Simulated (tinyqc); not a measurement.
Extended Hueckel theory, for H6+, step by step. The parameters take no account of the charge, which enters only through the electron count. One step of it, computed by the program tinyqc.

Task: Wolfsberg-Helmholz matrix. H_ij = K' S_ij (H_ii + H_jj)/2 for i != j (the diagonal keeps H_ii), with K' = K + D^2 + D^4 (1 - K), D = (H_ii - H_jj)/(H_ii + H_jj), K = 1.5.

overlap S, lower triangle:
```
          1H 1s     2H 1s     3H 1s     4H 1s     5H 1s     6H 1s
1H 1s  1.000000
2H 1s  0.547171  1.000000
3H 1s  0.097945  0.383023  1.000000
4H 1s  0.020130  0.097945  0.547171  1.000000
5H 1s  0.001962  0.011787  0.098113  0.383546  1.000000
6H 1s  0.000272  0.001962  0.020168  0.098113  0.547171  1.000000
```

diagonal H_ii (eV): 1H 1s -13.600000, 2H 1s -13.600000, 3H 1s -13.600000, 4H 1s -13.600000, 5H 1s -13.600000, 6H 1s -13.600000

K = 1.500000

Give: H.

Result:

H (eV), lower triangle:
```
          1H 1s     2H 1s     3H 1s     4H 1s     5H 1s     6H 1s
1H 1s  -13.6000
2H 1s  -11.1623  -13.6000
3H 1s   -1.9981   -7.8137  -13.6000
4H 1s   -0.4106   -1.9981  -11.1623  -13.6000
5H 1s   -0.0400   -0.2405   -2.0015   -7.8243  -13.6000
6H 1s   -0.0055   -0.0400   -0.4114   -2.0015  -11.1623  -13.6000
```
